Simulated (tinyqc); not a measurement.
Worked calculation: cyclotron resonance of ellipsoidal valleys, Ge type. Values are carried at full precision from step to step, so a last printed digit may differ when a step is redone from the rounded ones.

Valleys along [111], [-111], [1-11], [11-1], mass ml along the axis and mt across it. B lies in the (1-10) plane, b = (sin(theta)/sqrt2, sin(theta)/sqrt2, cos(theta)). For the angle phi between B and the axis, 1/mc^2 = cos^2(phi)/mt^2 + sin^2(phi)/(mt ml). Resonance: h nu = 2 muB B/mc, h = 2 pi hbar.

Constants: hbar = 6.58211957e-16 eV s; muB = 5.788381798e-05 eV/T.

Parameters, chosen for this exercise (near those of Ge; not measured data): theta = 26 degrees (angle of B from [001] towards [110]); ml = 1.61 m0 (longitudinal mass); mt = 0.085 m0 (transverse mass); nu = 24 GHz (microwave frequency); tau = 150 ps (scattering time).

## Angles to the valley axes

Give b and cos^2(phi) for each axis.

b: 0.3100  0.3100  0.8988

cos^2(phi): [111] 0.7689, [-111] 0.2693, [1-11] 0.2693, [11-1] 0.0259

## Cyclotron masses and resonance fields

For each axis, mc and B = h nu mc/(2 muB).

Resonances:
```
axis    mc (m0)   B (T)
[111]    0.0962  0.0825
[-111]   0.1532  0.1313
[1-11]   0.1532  0.1313
[11-1]   0.3056  0.2620
```

3 distinct masses appear; the limits are mt = 0.085 (B along the axis) and sqrt(ml mt) = 0.3699 (B across it).

## The same from the mass tensor

For the valley along [11-1]: M = mt 1 + (ml - mt) a a^T, and mc^2 = det M/(b M b).

M (m0):
```
         x        y        z
x   0.5933   0.5083  -0.5083
y   0.5083   0.5933  -0.5083
z  -0.5083  -0.5083   0.5933
```

det M = 0.011632
b M b = 0.1245
mc = 0.3056 m0

## Line shape

For linear polarisation and one isotropic mass the absorbed power goes as P = [1 + (w^2 + wc^2) tau^2]/([1 + (wc^2 - w^2) tau^2]^2 + 4 w^2 tau^2), w = 2 pi nu. List it for wc/w = 0, 0.5, 0.8, 0.9, 1, 1.1, 1.2, 1.5 and 2, which is B over the resonance field.

w tau = 22.619

Power:
```
wc/w         P
0.0   0.001951
0.5   0.004313
0.8    0.02359
0.9    0.08202
1.0     0.5002
1.1    0.08197
1.2    0.02349
1.5   0.004035
2.0   0.001084
```

The largest listed value lies at wc/w = 1.0, 256.4 times the zero-field value. With w tau well above 1 the line is sharp, of relative half width about 1/(w tau). The closest two lines of this crystal are 59.3 % apart, so they are resolved.

## Checks

- Rotation frequency of dv/dt = -M^-1 (v x b) for the valley along [11-1], in units of e B/m0, against 1/mc: both 3.2719.

tinyqc: `OMP_NUM_THREADS=1 python tinyqc.py 1251013 1251014 out.jsonl`; about 0.01 s, one thread, shared Intel(R) Xeon(R) Processor @ 2.30GHz.
